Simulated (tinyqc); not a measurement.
Fermi-Dirac statistics of conduction electrons, step by step. Values are carried at full precision from step to step, so a last printed digit may differ when a step is redone from the rounded ones.

Constants: hbar^2/2m0 = 3.80998211 eV angstrom^2; kB = 8.617333262e-05 eV/K; e^2/(4 pi eps0) = 14.39964547 eV angstrom.

Values chosen for the exercise (near those of GaN, lowest valleys alone; shifted at random, so the results belong to these values and not to a real crystal): m = 0.2 m0 (density-of-states mass of the conduction band); T = 175 K; n = 8.5e+18 1/cm^3 (electron density); eps = 9.32 (static dielectric constant); alpha = 0.18 1/eV (non-parabolicity); mh = 1.39 m0 (heavy-hole mass); Eg = 3.487 eV (gap).

## Reduced density

N = 2 (m kB T/(4 pi c))^(3/2) with c = hbar^2/2m0, in 1/angstrom^3; times 1e24 for 1/cm^3; u = n/Nc.

kT = 0.015080 eV
Nc = 9.9998e+17 1/cm^3
u = n/Nc = 8.500153

## Reduced Fermi level by five rules

F_j(eta) = (1/Gamma(j + 1)) integral_0^infinity x^j dx/(1 + exp(x - eta)), which tends to exp(eta) for eta << 0.

With u = n/Nc: Boltzmann eta = ln u; Joyce-Dixon eta = ln u + u/sqrt(8) - 4.95009e-3 u^2 + 1.48386e-4 u^3 - 4.42563e-6 u^4; Nilsson eta = ln u/(1 - u^2) + v/(1 + (0.24 + 1.08 v)^-2) with v = (3 sqrt(pi) u/4)^(2/3); fully degenerate limit eta = v; exact: F_1/2(eta) = u.

Find eta = (EF - Ec)/kT by each rule.

eta: Boltzmann 2.140, Joyce-Dixon 4.856, Nilsson 4.854, degenerate 5.035, exact 4.860

Against the exact value the errors are Boltzmann -2.720, Joyce-Dixon -0.004, Nilsson -0.006, degenerate limit +0.176 (in kT).

## Exact eta by Newton steps

Solve ln F_1/2(eta) = ln u from the Boltzmann value; dF_1/2/d eta = F_-1/2, so the step is -ln(F_1/2/u) F_1/2/F_-1/2. Stop below 1e-9.

Newton steps:
```
step       eta    F_1/2   F_-1/2  step taken
1     2.140084  3.03292  1.52234        2.05
2     4.193242  6.93966  2.24446       0.627
3     4.820379  8.40438  2.42416      0.0393
4     4.859664  8.49982  2.43493    0.000135
5     4.859800  8.50015  2.43497    1.60e-09
6     4.859800  8.50015  2.43497           0
```

Converged in 6 steps.

## Mean energy, Einstein relation and screening

eta = 4.85980

Mean kinetic energy <E> = (3/2) kT F_3/2/F_1/2; D/mu = (kT/e) F_1/2/F_-1/2; dn/dEF = (Nc/kT) F_-1/2; screening length L = (4 pi (e^2/(4 pi eps0)) (dn/dEF)/eps)^(-1/2), with dn/dEF in 1/(angstrom^3 eV) (1/cm^3 = 1e-24/angstrom^3).

F_-1/2, F_1/2, F_3/2: [2.435, 8.500, 19.70]

<E> = 52.42 meV
D/mu = 52.64 mV
dn/dEF = 1.615e+20 1/(cm^3 eV)
L = 17.86 angstrom

The gas is degenerate. D/mu is 3.491 times kT/e and <E> is 2.317 times (3/2) kT; the Debye formula, with n/kT in place of dn/dEF, would give L = 9.559 angstrom.

## Fermi level in the non-parabolic band

Non-parabolic band E (1 + alpha E) = c k^2/m: n = Nc (2/sqrt(pi)) integral_0^infinity sqrt(x (1 + a x)) (1 + 2 a x) dx/(1 + exp(x - eta)) with a = alpha kT and eta = (EF - Ec)/kT; a = 0 gives n = Nc F_1/2(eta).

Solve for eta at the same n.

a = 0.00271
eta = 4.780
EF - Ec = 72.08 meV

The extra states lower EF by 1.21 meV against the parabolic band.

## Burstein-Moss edge

Vertical transitions from the heavy-hole band reach half-empty states at the k where the conduction energy equals EF: k^2 = E (1 + alpha E) m/c with E = EF - Ec and c = hbar^2/2m0; edge = Eg + E + c k^2/mh. Gap narrowing by many-body effects is left out.

k = 0.06191 1/angstrom
hole energy = 0.0105 eV
edge = 3.5696 eV

The edge moves up by 82.6 meV, of which the valence band supplies 13 %.

## Checks

- Non-parabolic integral at a = 0 against F_1/2(2): both 2.823721.
- F_1/2(40) against the Sommerfeld form (4/(3 sqrt(pi))) eta^(3/2) (1 + pi^2/(8 eta^2)): both 190.45.

Program tinyqc; command `OMP_NUM_THREADS=1 python tinyqc.py 1652454 1652455 out.jsonl`; about 0.01 s on one thread of a shared Intel(R) Xeon(R) Processor @ 2.30GHz.
